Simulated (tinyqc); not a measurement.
Electromigration in a confined line: Blech product, Korhonen stress evolution and Black's law: one step, computed by the program tinyqc.

The electron wind pushes atoms from the cathode (x = 0) to the anode (x = L); blocking ends build a back stress (tension positive). The input rho is taken not to change with temperature. d sigma/dt = d/dx [kappa (d sigma/dx + G)], with zero flux at both ends and sigma = 0 at t = 0.

Question. Stress along the line. sigma(x, t) = G L [1/2 - x/L - 4 sum_(m odd) cos(m pi x/L) exp(-m^2 pi^2 s)/(m pi)^2], s = t/tau, summed to m = 399. Steady state: G L (1/2 - x/L). Take x/L = 0, 0.1, 0.2, 0.3, 0.4, 0.6, 0.8 and 1.

Inputs (values chosen for the exercise, close to those used for ruthenium lines): line length L = 11 um; test temperature T = 340 C; time as a fraction of L^2/kappa, s = 0.0059.

Start: stress-free.

stress gradient G = 19.90540 MPa/um

Give: Stress (MPa).

Answer.

Stress (MPa):

| x/L | at time s | steady state |
|---|---|---|
| 0.0 | 18.98 | 109.5 |
| 0.1 | 4.60 | 87.6 |
| 0.2 | 0.61 | 65.7 |
| 0.3 | 0.04 | 43.8 |
| 0.4 | 0.00 | 21.9 |
| 0.6 | 0.00 | -21.9 |
| 0.8 | -0.61 | -65.7 |
| 1.0 | -18.98 | -109.5 |
